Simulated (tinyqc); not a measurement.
Physical sputtering: collision-cascade yield, angular dependence, faceting and resputtering in deposition: one step, computed by the program tinyqc. Command: `OMP_NUM_THREADS=1 python tinyqc.py 3007842 3007843 out.jsonl sputter walk`. One thread of a shared host (Intel(R) Xeon(R) Processor @ 2.30GHz), about 0.01 s of CPU time with the checks.

Ions start collision cascades; atoms that reach the surface with more than U leave. The target is amorphous or fine-grained.

Task: Oblique incidence. Angular law: Y/Y0 = t^f exp(-f cos(a_opt)(t - 1)), t = 1/cos(angle), largest at a_opt. A plane tilted by the angle recedes along the beam at a speed proportional to Y(angle), and along its own normal as Y cos(angle).

Inputs (values chosen for the exercise, modelled on neon ions on tantalum):
```
quantity                    value     unit
ion energy E                  180       eV
angular exponent f            2.4        -
angle of the largest yield     79  degrees
angle of incidence             75  degrees
```

yield Y0 = 0.08426358 atoms per ion

Give: Y/Y0 at the angle; yield at the angle; normal speed relative to a flat surface; largest Y/Y0.

Result:

Y/Y0 at the angle = 6.907

yield at the angle = 0.5820 atoms per ion

normal speed relative to a flat surface = 1.788

largest Y/Y0 = 7.641

Caution: within a few times the threshold, cascades are short and these fits are rough.
